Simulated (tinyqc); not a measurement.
Worked calculation (part 1 of 3): UHF in the sto-3g basis, for BeH2, spin multiplicity 1. Computed by tinyqc, a small Python program that keeps every step (integrals from PySCF). Settings: charge = 0, multiplicity = 1, basis = sto-3g, energy threshold = 1e-08, iteration cap = 53, orthogonalisation = canonical, start = Wolfsberg-Helmholz matrix, DIIS depth = 4, damping = 0.5, method = UHF, break = 0.7. Command: `OMP_NUM_THREADS=1 python tinyqc.py 25545 25546 out.jsonl` (the two numbers bound the seeds that draw the settings). One thread of a shared host (Intel(R) Xeon(R) Processor @ 2.60GHz), about 0.1 s of CPU time with the checks. Later iterations appear only in the table of the cycle.

## One-electron integrals

Geometry (angstrom):
```
atom       x        y       z
Be    0.0000   0.0000  0.0000
H     0.0000   1.3690  0.1320
H     0.0000  -1.3690  0.1320
```

Basis sto-3g: exponents (1/bohr^2) and contraction coefficients of normalised primitives:
```
element  l (shell)  exponent  coefficient
Be           s (1)   30.1679       0.1543
Be           s (1)    5.4951       0.5353
Be           s (1)    1.4872       0.4446
Be           s (2)    1.3148      -0.1000
Be           s (2)    0.3055       0.3995
Be           s (2)    0.0994       0.7001
Be           p (3)    1.3148       0.1559
Be           p (3)    0.3055       0.6077
Be           p (3)    0.0994       0.3920
H            s (1)    3.4253       0.1543
H            s (1)    0.6239       0.5353
H            s (1)    0.1689       0.4446
```

Overlap, kinetic and nuclear-attraction integrals over the contracted functions; the nuclear repulsion is the sum of Za Zb / Rab.

nuclear repulsion = 3.271339 hartree

overlap S:
```
         1Be 1s  1Be 2s  1Be 2px  1Be 2py  1Be 2pz   2H 1s    3H 1s
1Be 1s   1.0000  0.2595   0.0000   0.0000   0.0000  0.0643   0.0643
1Be 2s   0.2595  1.0000   0.0000   0.0000   0.0000  0.4457   0.4457
1Be 2px  0.0000  0.0000   1.0000   0.0000   0.0000  0.0000   0.0000
1Be 2py  0.0000  0.0000   0.0000   1.0000   0.0000  0.5134  -0.5134
1Be 2pz  0.0000  0.0000   0.0000   0.0000   1.0000  0.0495   0.0495
2H 1s    0.0643  0.4457   0.0000   0.5134   0.0495  1.0000   0.0313
3H 1s    0.0643  0.4457   0.0000  -0.5134   0.0495  0.0313   1.0000
```

kinetic energy T (hartree):
```
          1Be 1s   1Be 2s  1Be 2px  1Be 2py  1Be 2pz    2H 1s    3H 1s
1Be 1s    6.6940  -0.0330   0.0000   0.0000   0.0000  -0.0159  -0.0159
1Be 2s   -0.0330   0.2111   0.0000   0.0000   0.0000   0.0637   0.0637
1Be 2px   0.0000   0.0000   0.6606   0.0000   0.0000   0.0000   0.0000
1Be 2py   0.0000   0.0000   0.0000   0.6606   0.0000   0.1814  -0.1814
1Be 2pz   0.0000   0.0000   0.0000   0.0000   0.6606   0.0175   0.0175
2H 1s    -0.0159   0.0637   0.0000   0.1814   0.0175   0.7600  -0.0089
3H 1s    -0.0159   0.0637   0.0000  -0.1814   0.0175  -0.0089   0.7600
```

nuclear attraction V (hartree):
```
           1Be 1s   1Be 2s  1Be 2px  1Be 2py  1Be 2pz    2H 1s    3H 1s
1Be 1s   -15.3306  -2.0989   0.0000   0.0000  -0.0033  -0.5187  -0.5187
1Be 2s    -2.0989  -3.0374   0.0000   0.0000  -0.0277  -1.3043  -1.3043
1Be 2px    0.0000   0.0000  -2.9441   0.0000   0.0000   0.0000   0.0000
1Be 2py    0.0000   0.0000   0.0000  -3.1672   0.0000  -1.4680   1.4680
1Be 2pz   -0.0033  -0.0277   0.0000   0.0000  -2.9462  -0.1446  -0.1446
2H 1s     -0.5187  -1.3043   0.0000  -1.4680  -0.1446  -2.9484  -0.1068
3H 1s     -0.5187  -1.3043   0.0000   1.4680  -0.1446  -0.1068  -2.9484
```

core Hamiltonian H = T + V (hartree):
```
          1Be 1s   1Be 2s  1Be 2px  1Be 2py  1Be 2pz    2H 1s    3H 1s
1Be 1s   -8.6366  -2.1320   0.0000   0.0000  -0.0033  -0.5346  -0.5346
1Be 2s   -2.1320  -2.8263   0.0000   0.0000  -0.0277  -1.2405  -1.2405
1Be 2px   0.0000   0.0000  -2.2835   0.0000   0.0000   0.0000   0.0000
1Be 2py   0.0000   0.0000   0.0000  -2.5066   0.0000  -1.2866   1.2866
1Be 2pz  -0.0033  -0.0277   0.0000   0.0000  -2.2856  -0.1271  -0.1271
2H 1s    -0.5346  -1.2405   0.0000  -1.2866  -0.1271  -2.1883  -0.1156
3H 1s    -0.5346  -1.2405   0.0000   1.2866  -0.1271  -0.1156  -2.1883
```

## Two-electron integrals

Functions are numbered as in S; the eight-fold symmetry (ij|kl) = (ji|kl) = (kl|ij) leaves the list below.

Two-electron integrals (ij|kl) in chemists' order, unique and non-zero (hartree):
```
(11|11) 2.2988      (21|11) 0.3920      (21|21) 0.0795      (22|11) 0.5710
(22|21) 0.1430      (22|22) 0.4177      (31|31) 0.0146      (32|31) 0.0219
(32|32) 0.0923      (33|11) 0.5696      (33|21) 0.1431      (33|22) 0.4176
(33|33) 0.4499      (41|41) 0.0146      (42|41) 0.0219      (42|42) 0.0923
(43|43) 0.0242      (44|11) 0.5696      (44|21) 0.1431      (44|22) 0.4176
(44|33) 0.4014      (44|44) 0.4499      (51|51) 0.0146      (52|51) 0.0219
(52|52) 0.0923      (53|53) 0.0242      (54|54) 0.0242      (55|11) 0.5696
(55|21) 0.1431      (55|22) 0.4176      (55|33) 0.4014      (55|44) 0.4014
(55|55) 0.4499      (61|11) 0.0961      (61|21) 0.0195      (61|22) 0.0353
(61|33) 0.0350      (61|41) 0.0017      (61|42) 0.0032      (61|44) 0.0358
(61|51) 1.67e-04    (61|52) 3.13e-04    (61|54) 7.53e-05    (61|55) 0.0350
(61|61) 0.0050      (62|11) 0.2165      (62|21) 0.0549      (62|22) 0.1727
(62|33) 0.1663      (62|41) 0.0072      (62|42) 0.0426      (62|44) 0.1850
(62|51) 0.0007      (62|52) 0.0041      (62|54) 0.0018      (62|55) 0.1665
(62|61) 0.0149      (62|62) 0.1031      (63|31) 0.0053      (63|32) 0.0240
(63|43) 0.0075      (63|53) 0.0007      (63|63) 0.0100      (64|11) 0.2254
(64|21) 0.0579      (64|22) 0.1911      (64|33) 0.1798      (64|41) 0.0118
(64|42) 0.0665      (64|44) 0.2134      (64|51) 0.0006      (64|52) 0.0041
(64|54) 0.0025      (64|55) 0.1800      (64|61) 0.0165      (64|62) 0.1302
(64|64) 0.1708      (65|11) 0.0217      (65|21) 0.0056      (65|22) 0.0184
(65|33) 0.0173      (65|41) 0.0006      (65|42) 0.0041      (65|44) 0.0191
(65|51) 0.0053      (65|52) 0.0244      (65|54) 0.0077      (65|55) 0.0188
(65|61) 0.0016      (65|62) 0.0126      (65|64) 0.0155      (65|65) 0.0115
(66|11) 0.3816      (66|21) 0.0986      (66|22) 0.3460      (66|33) 0.3209
(66|41) 0.0158      (66|42) 0.1184      (66|44) 0.3954      (66|51) 0.0015
(66|52) 0.0114      (66|54) 0.0072      (66|55) 0.3216      (66|61) 0.0275
(66|62) 0.2582      (66|64) 0.3474      (66|65) 0.0335      (66|66) 0.7746
(71|11) 0.0961      (71|21) 0.0195      (71|22) 0.0353      (71|33) 0.0350
(71|41) -0.0017     (71|42) -0.0032     (71|44) 0.0358      (71|51) 1.67e-04
(71|52) 3.13e-04    (71|54) -7.53e-05   (71|55) 0.0350      (71|61) 0.0046
(71|62) 0.0126      (71|64) 0.0127      (71|65) 0.0013      (71|66) 0.0222
(71|71) 0.0050      (72|11) 0.2165      (72|21) 0.0549      (72|22) 0.1727
(72|33) 0.1663      (72|41) -0.0072     (72|42) -0.0426     (72|44) 0.1850
(72|51) 0.0007      (72|52) 0.0041      (72|54) -0.0018     (72|55) 0.1665
(72|61) 0.0126      (72|62) 0.0556      (72|64) 0.0556      (72|65) 0.0067
(72|66) 0.1035      (72|71) 0.0149      (72|72) 0.1031      (73|31) 0.0053
(73|32) 0.0240      (73|43) -0.0075     (73|53) 0.0007      (73|63) 0.0044
(73|73) 0.0100      (74|11) -0.2254     (74|21) -0.0579     (74|22) -0.1911
(74|33) -0.1798     (74|41) 0.0118      (74|42) 0.0665      (74|44) -0.2134
(74|51) -0.0006     (74|52) -0.0041     (74|54) 0.0025      (74|55) -0.1800
(74|61) -0.0127     (74|62) -0.0556     (74|64) -0.0531     (74|65) -0.0066
(74|66) -0.1016     (74|71) -0.0165     (74|72) -0.1302     (74|74) 0.1708
(75|11) 0.0217      (75|21) 0.0056      (75|22) 0.0184      (75|33) 0.0173
(75|41) -0.0006     (75|42) -0.0041     (75|44) 0.0191      (75|51) 0.0053
(75|52) 0.0244      (75|54) -0.0077     (75|55) 0.0188      (75|61) 0.0013
(75|62) 0.0067      (75|64) 0.0066      (75|65) 0.0051      (75|66) 0.0127
(75|71) 0.0016      (75|72) 0.0126      (75|74) -0.0155     (75|75) 0.0115
(76|11) 0.0196      (76|21) 0.0048      (76|22) 0.0137      (76|33) 0.0135
(76|44) 0.0141      (76|51) 1.20e-04    (76|52) 0.0006      (76|55) 0.0135
(76|61) 0.0012      (76|62) 0.0058      (76|64) 0.0066      (76|65) 0.0008
(76|66) 0.0120      (76|71) 0.0012      (76|72) 0.0058      (76|74) -0.0066
(76|75) 0.0008      (76|76) 4.60e-04    (77|11) 0.3816      (77|21) 0.0986
(77|22) 0.3460      (77|33) 0.3209      (77|41) -0.0158     (77|42) -0.1184
(77|44) 0.3954      (77|51) 0.0015      (77|52) 0.0114      (77|54) -0.0072
(77|55) 0.3216      (77|61) 0.0222      (77|62) 0.1035      (77|64) 0.1016
(77|65) 0.0127      (77|66) 0.1932      (77|71) 0.0275      (77|72) 0.2582
(77|74) -0.3474     (77|75) 0.0335      (77|76) 0.0120      (77|77) 0.7746
```

## Orthogonalisation

S = U s U^T; canonical form X = U s^(-1/2), so that X^T S X = 1. Each column of U has its largest component positive (the first on a tie).

eigenvalues of S: 0.2582  0.3566  0.9311  1.0000  1.0102  1.7105  1.7334

X:
```
               1        2        3       4        5        6       7
1Be 1s    0.0000  -0.3335   0.8959  0.0000  -0.3292   0.0000  0.2443
1Be 2s    0.0000   1.2121  -0.1128  0.0000  -0.0600   0.0000  0.5155
1Be 2px   0.0000   0.0000   0.0000  1.0000   0.0000   0.0000  0.0000
1Be 2py   1.3765   0.0000   0.0000  0.0000   0.0000   0.5464  0.0000
1Be 2pz   0.0000   0.1197   0.3625  0.0000   0.9273   0.0000  0.0476
2H 1s    -0.9945  -0.7778  -0.2521  0.0000   0.0951   0.3782  0.3530
3H 1s     0.9945  -0.7778  -0.2521  0.0000   0.0951  -0.3782  0.3530
```

## Starting guess

The start is the generalised Wolfsberg-Helmholz matrix (K = 1.75) built on H, with HOMO and LUMO mixed by +/-0.7 rad for the two spins; D(s) = C_occ C_occ^T for each spin.

D(alpha) at the start:
```
          1Be 1s  1Be 2s  1Be 2px  1Be 2py  1Be 2pz    2H 1s    3H 1s
1Be 1s    0.9918  0.0055   0.0000   0.0000  -0.1113  -0.0591  -0.0591
1Be 2s    0.0055  0.1429   0.0000   0.0000   0.2553   0.1076   0.1076
1Be 2px   0.0000  0.0000   0.0000   0.0000   0.0000   0.0000   0.0000
1Be 2py   0.0000  0.0000   0.0000   0.3615   0.0000   0.2032  -0.2032
1Be 2pz  -0.1113  0.2553   0.0000   0.0000   0.4708   0.1999   0.1999
2H 1s    -0.0591  0.1076   0.0000   0.2032   0.1999   0.1993  -0.0292
3H 1s    -0.0591  0.1076   0.0000  -0.2032   0.1999  -0.0292   0.1993
```

D(beta) at the start:
```
          1Be 1s   1Be 2s  1Be 2px  1Be 2py  1Be 2pz    2H 1s    3H 1s
1Be 1s    1.0077  -0.0376   0.0000   0.0000   0.1238  -0.0732  -0.0732
1Be 2s   -0.0376   0.2584   0.0000   0.0000  -0.3002   0.1500   0.1500
1Be 2px   0.0000   0.0000   0.0000   0.0000   0.0000   0.0000   0.0000
1Be 2py   0.0000   0.0000   0.0000   0.3615   0.0000   0.2032  -0.2032
1Be 2pz   0.1238  -0.3002   0.0000   0.0000   0.3552  -0.1784  -0.1784
2H 1s    -0.0732   0.1500   0.0000   0.2032  -0.1784   0.2039  -0.0245
3H 1s    -0.0732   0.1500   0.0000  -0.2032  -0.1784  -0.0245   0.2039
```

## Iteration 1: building the Fock matrix

J_ij = sum D_kl (ij|kl) with D = D(alpha) + D(beta), K_ij = sum D_kl (ik|jl) for each spin; F = H + J - K(s); E = tr D H + tr D J / 2 - 0.5 sum_s tr D(s) K(s) + E_nn.

Coulomb J (hartree):
```
         1Be 1s  1Be 2s  1Be 2px  1Be 2py  1Be 2pz   2H 1s    3H 1s
1Be 1s   6.5287  1.2777   0.0000   0.0000   0.0017  0.3151   0.3151
1Be 2s   1.2777  2.6960   0.0000   0.0000   0.0142  1.1411   1.1411
1Be 2px  0.0000  0.0000   2.6228   0.0000   0.0000  0.0000   0.0000
1Be 2py  0.0000  0.0000   0.0000   2.7915   0.0000  1.2774  -1.2774
1Be 2pz  0.0017  0.0142   0.0000   0.0000   2.6640  0.1241   0.1241
2H 1s    0.3151  1.1411   0.0000   1.2774   0.1241  2.3750   0.0914
3H 1s    0.3151  1.1411   0.0000  -1.2774   0.1241  0.0914   2.3750
```

exchange K(alpha) (hartree):
```
          1Be 1s  1Be 2s  1Be 2px  1Be 2py  1Be 2pz    2H 1s    3H 1s
1Be 1s    2.2968  0.4324   0.0000   0.0000  -0.0073   0.1101   0.1101
1Be 2s    0.4324  0.3541   0.0000   0.0000   0.1993   0.2281   0.2281
1Be 2px   0.0000  0.0000   0.0676   0.0000   0.0000   0.0000   0.0000
1Be 2py   0.0000  0.0000   0.0000   0.4744   0.0000   0.3065  -0.3065
1Be 2pz  -0.0073  0.1993   0.0000   0.0000   0.2833   0.1379   0.1379
2H 1s     0.1101  0.2281   0.0000   0.3065   0.1379   0.4524  -0.0144
3H 1s     0.1101  0.2281   0.0000  -0.3065   0.1379  -0.0144   0.4524
```

exchange K(beta) (hartree):
```
         1Be 1s   1Be 2s  1Be 2px  1Be 2py  1Be 2pz    2H 1s    3H 1s
1Be 1s   2.3046   0.4250   0.0000   0.0000   0.0078   0.1071   0.1071
1Be 2s   0.4250   0.4020   0.0000   0.0000  -0.1877   0.2405   0.2405
1Be 2px  0.0000   0.0000   0.0766   0.0000   0.0000   0.0000   0.0000
1Be 2py  0.0000   0.0000   0.0000   0.4885   0.0000   0.3100  -0.3100
1Be 2pz  0.0078  -0.1877   0.0000   0.0000   0.2159  -0.0920  -0.0920
2H 1s    0.1071   0.2405   0.0000   0.3100  -0.0920   0.4479  -0.0169
3H 1s    0.1071   0.2405   0.0000  -0.3100  -0.0920  -0.0169   0.4479
```

F(alpha) (hartree):
```
          1Be 1s   1Be 2s  1Be 2px  1Be 2py  1Be 2pz    2H 1s    3H 1s
1Be 1s   -4.4047  -1.2867   0.0000   0.0000   0.0057  -0.3296  -0.3296
1Be 2s   -1.2867  -0.4844   0.0000   0.0000  -0.2127  -0.3275  -0.3275
1Be 2px   0.0000   0.0000   0.2717   0.0000   0.0000   0.0000   0.0000
1Be 2py   0.0000   0.0000   0.0000  -0.1895   0.0000  -0.3158   0.3158
1Be 2pz   0.0057  -0.2127   0.0000   0.0000   0.0951  -0.1409  -0.1409
2H 1s    -0.3296  -0.3275   0.0000  -0.3158  -0.1409  -0.2657  -0.0098
3H 1s    -0.3296  -0.3275   0.0000   0.3158  -0.1409  -0.0098  -0.2657
```

F(beta) (hartree):
```
          1Be 1s   1Be 2s  1Be 2px  1Be 2py  1Be 2pz    2H 1s    3H 1s
1Be 1s   -4.4126  -1.2793   0.0000   0.0000  -0.0094  -0.3266  -0.3266
1Be 2s   -1.2793  -0.5323   0.0000   0.0000   0.1743  -0.3399  -0.3399
1Be 2px   0.0000   0.0000   0.2627   0.0000   0.0000   0.0000   0.0000
1Be 2py   0.0000   0.0000   0.0000  -0.2036   0.0000  -0.3192   0.3192
1Be 2pz  -0.0094   0.1743   0.0000   0.0000   0.1626   0.0890   0.0890
2H 1s    -0.3266  -0.3399   0.0000  -0.3192   0.0890  -0.2613  -0.0073
3H 1s    -0.3266  -0.3399   0.0000   0.3192   0.0890  -0.0073  -0.2613
```

total energy of this density = -15.270944 hartree

This density is the starting one.

## Iteration 1: diagonalisation and new density

Diagonalise F' = X^T F X, C = X C', fill 3 alpha and 3 beta electrons from the bottom; D(s) = C_occ C_occ^T; the new density keeps 0.5 of the old one (damping). Each column has its largest component positive (the first on a tie).

F' = X^T F X (alpha) (hartree):
```
        1        2        3       4        5        6        7
1  0.8637   0.0000   0.0000  0.0000   0.0000   0.0644   0.0000
2  0.0000   0.3899   0.3765  0.0000  -0.2028   0.0000   0.2066
3  0.0000   0.3765  -2.9712  0.0000   1.3357   0.0000  -1.5712
4  0.0000   0.0000   0.0000  0.2717   0.0000   0.0000   0.0000
5  0.0000  -0.2028   1.3357  0.0000  -0.4338   0.0000   0.4417
6  0.0644   0.0000   0.0000  0.0000   0.0000  -0.3908   0.0000
7  0.0000   0.2066  -1.5712  0.0000   0.4417   0.0000  -1.1560
```

orbital energies (alpha) (hartree): MO1 -4.4100, MO2 -0.4065, MO3 -0.3941, MO4 0.2008, MO5 0.2717, MO6 0.4446, MO7 0.8670

coefficients C (alpha):
```
             MO1      MO2      MO3      MO4     MO5      MO6      MO7
1Be 1s    0.9897  -0.1963   0.0000   0.0573  0.0000  -0.2463   0.0000
1Be 2s    0.0397   0.4675   0.0000  -0.0438  0.0000   1.2366   0.0000
1Be 2px   0.0000   0.0000   0.0000   0.0000  1.0000   0.0000   0.0000
1Be 2py   0.0000   0.0000   0.4753   0.0000  0.0000   0.0000   1.4026
1Be 2pz   0.0008   0.3867   0.0000   0.9249  0.0000  -0.0544   0.0000
2H 1s    -0.0046   0.3867   0.4285  -0.2918  0.0000  -0.7533  -0.9739
3H 1s    -0.0046   0.3867  -0.4285  -0.2918  0.0000  -0.7533   0.9739
```

F' = X^T F X (beta) (hartree):
```
        1        2        3       4        5        6        7
1  0.8596   0.0000   0.0000  0.0000   0.0000   0.0525   0.0000
2  0.0000   0.4001   0.4227  0.0000  -0.0881   0.0000   0.2207
3  0.0000   0.4227  -3.0995  0.0000   1.2095   0.0000  -1.4397
4  0.0000   0.0000   0.0000  0.2627   0.0000   0.0000   0.0000
5  0.0000  -0.0881   1.2095  0.0000  -0.3292   0.0000   0.7779
6  0.0525   0.0000   0.0000  0.0000   0.0000  -0.3973   0.0000
7  0.0000   0.2207  -1.4397  0.0000   0.7779   0.0000  -1.1393
```

orbital energies (beta) (hartree): MO1 -4.4172, MO2 -0.4008, MO3 -0.3995, MO4 0.1818, MO5 0.2627, MO6 0.4683, MO7 0.8618

coefficients C (beta):
```
             MO1      MO2      MO3      MO4     MO5      MO6      MO7
1Be 1s    0.9903  -0.2128   0.0000   0.0124  0.0000  -0.2363   0.0000
1Be 2s    0.0376   0.5307   0.0000  -0.2320  0.0000   1.1893   0.0000
1Be 2px   0.0000   0.0000   0.0000   0.0000  1.0000   0.0000   0.0000
1Be 2py   0.0000   0.0000   0.4886   0.0000  0.0000   0.0000   1.3981
1Be 2pz   0.0012  -0.3174   0.0000   0.8760  0.0000   0.3739   0.0000
2H 1s    -0.0045   0.3876   0.4193   0.3586  0.0000  -0.7234  -0.9779
3H 1s    -0.0045   0.3876  -0.4193   0.3586  0.0000  -0.7234   0.9779
```

D(alpha) after iteration 1:
```
          1Be 1s   1Be 2s  1Be 2px  1Be 2py  1Be 2pz    2H 1s    3H 1s
1Be 1s    1.0049  -0.0235   0.0000   0.0000  -0.0932  -0.0698  -0.0698
1Be 2s   -0.0235   0.1815   0.0000   0.0000   0.2181   0.1441   0.1441
1Be 2px   0.0000   0.0000   0.0000   0.0000   0.0000   0.0000   0.0000
1Be 2py   0.0000   0.0000   0.0000   0.2937   0.0000   0.2034  -0.2034
1Be 2pz  -0.0932   0.2181   0.0000   0.0000   0.3102   0.1747   0.1747
2H 1s    -0.0698   0.1441   0.0000   0.2034   0.1747   0.2662  -0.0316
3H 1s    -0.0698   0.1441   0.0000  -0.2034   0.1747  -0.0316   0.2662
```

D(beta) after iteration 1:
```
          1Be 1s   1Be 2s  1Be 2px  1Be 2py  1Be 2pz    2H 1s    3H 1s
1Be 1s    1.0168  -0.0567   0.0000   0.0000   0.0963  -0.0801  -0.0801
1Be 2s   -0.0567   0.2707   0.0000   0.0000  -0.2343   0.1777   0.1777
1Be 2px   0.0000   0.0000   0.0000   0.0000   0.0000   0.0000   0.0000
1Be 2py   0.0000   0.0000   0.0000   0.3001   0.0000   0.2040  -0.2040
1Be 2pz   0.0963  -0.2343   0.0000   0.0000   0.2280  -0.1507  -0.1507
2H 1s    -0.0801   0.1777   0.0000   0.2040  -0.1507   0.2650  -0.0251
3H 1s    -0.0801   0.1777   0.0000  -0.2040  -0.1507  -0.0251   0.2650
```
